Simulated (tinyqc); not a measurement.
Reverse leakage of an n+-p junction: diffusion, generation, trap-assisted and band-to-band tunnelling: one step of the calculation.

One-sided abrupt junction in the depletion approximation, x from the junction (0) to W on the p side, field F = F0 (1 - x/W). Flat quasi-Fermi levels, long p side. Traps generate through SRH with both lifetimes shortened by 1 + Gamma (Hurkx enhancement, form for moderate fields); band-to-band generation is local and needs a total bending above Eg.

Task. Field, scales and diffusion current. ni = sqrt(Nc Nv) exp(-Eg/(2 Vt)), Eg in volts; Vbi = Vt ln(Na Nd/ni^2); W = sqrt(2 eps0 eps_r (Vbi + VR)/(q Na)); F0 = 2 (Vbi + VR)/W; FG = sqrt(24 mt m0 (kB T)^3)/(q hbar); J_diff = q ni^2 sqrt(Dn/tau)(1 - exp(-VR/Vt))/Na.

Inputs (values chosen for the exercise); band and dielectric values close to those of silicon:
```
symbol    value    unit                                             meaning
T           300       K                                         temperature
Eg         1.14      eV                                            band gap
eps_r      11.8                                       relative permittivity
Nc       2.8e19   cm^-3              conduction-band density of states at T
Nv      2.66e19   cm^-3                 valence-band density of states at T
Na       2.2e16   cm^-3                acceptor density of the lighter side
Nd         1e20   cm^-3                   donor density of the heavier side
tau        4e-8       s         SRH lifetime of both carriers at zero field
mt         0.24      m0                                     tunnelling mass
Dn          9.9  cm^2/s  electron diffusion coefficient on the lighter side
VR          2.7       V                                        reverse bias
```

Constants: q = 1.602176634e-19 C, kB = 1.380649e-23 J/K, hbar = 1.054571817e-34 J s, m0 = 9.1093837015e-31 kg, Vt = kB T/q, eps0 = 8.8541878128e-14 F/cm where lengths are in cm. Results are converted to the units shown.

Give: ni; Vbi; W; F0; FG; J_diff.

Result.

ni = 7.2517e9 cm^-3
Vbi = 0.98942 V
W = 467.67 nm
F0 = 157.78 kV/cm
FG = 361.39 kV/cm
J_diff = 6.0250e-12 A/cm^2

Range of the model: The n+ side is degenerate, so Vbi from Boltzmann statistics is only a guide.

Program tinyqc, `OMP_NUM_THREADS=1 python tinyqc.py 2290012 2290013 out.jsonl`; Intel Xeon 2.30GHz, shared host, one thread, about 0.01 s.
